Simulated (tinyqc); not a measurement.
Electromigration in a confined line: Blech product, Korhonen stress evolution and Black's law. From drift velocity back to test temperature T. Computed by tinyqc, a small Python program. Command: `OMP_NUM_THREADS=1 python tinyqc.py 3006984 3006985 out.jsonl emigr inv`. One thread of a shared host (Intel(R) Xeon(R) Processor @ 2.30GHz), about 0.01 s of CPU time with the checks.

The electron wind pushes atoms from the cathode (x = 0) to the anode (x = L); blocking ends build a back stress (tension positive). The input rho is taken not to change with temperature. d sigma/dt = d/dx [kappa (d sigma/dx + G)], with zero flux at both ends and sigma = 0 at t = 0.

Inputs (values chosen for the exercise, close to those used for cobalt lines):
```
quantity                      value          unit
resistivity rho                12.6  micro-ohm cm
atomic volume Omega            11.1    angstrom^3
effective charge number Z*      2.3             -
prefactor D0                7.8e-07         m^2/s
activation energy E            1.32            eV
effective modulus B              44           GPa
current density j               0.5       MA/cm^2
```

Start: stress-free.

Constants: e = 1.602176634e-19 C; k_B = 8.617333262e-05 eV/K; k_B = 1.380649e-23 J/K.

Method. G = Z* e rho j/Omega; D = D0 exp(-E/(k_B T)); kappa = D B Omega/(k_B T); drift velocity of an unconfined line v = D Z* e rho j/(k_B T). SI: 1 micro-ohm cm = 1e-8 ohm m, 1 MA/cm^2 = 1e10 A/m^2. Temperatures in kelvin are T(C) + 273.15.

Task: A run gave the result below. Find the test temperature T, known to lie between 160 and 260 C.

drift velocity = 0.002349856 nm/h

Result:

Each step takes the trial c = (a f_b - b f_a)/(f_b - f_a), f being the result less the target and a, b, c the logarithms of the listed values; c replaces end b, the old b replaces a if the sign of f changed, and otherwise f_a is halved.

Scan of the range:
```
test temperature T (C)  drift velocity (nm/h)
160                               4.77548e-05
173                               1.29925e-04
188                               3.84010e-04
204                               1.13049e-03
221                               3.29388e-03
240                               9.99513e-03
260                               2.94783e-02
```

False position (Illinois rule, in the logarithm of the input) inside the bracket:
```
step    end a    end b    trial  drift velocity (nm/h)
1     204.000  221.000  213.414             0.00206319
2     221.000  213.414  215.158             0.00230038
3     221.000  215.158  215.705             0.00237998
4     215.158  215.705  215.498             0.00234953
5     215.705  215.498  215.500             0.00234985
6     215.705  215.500  215.500             0.00234986
7     215.500  215.500  215.500             0.00234986
```

Drift velocity rises at every point of a 13-point scan of the range (every second point is shown), so one value fits; it is bracketed by 204 and 221. Answer: test temperature T = 215.5 C.
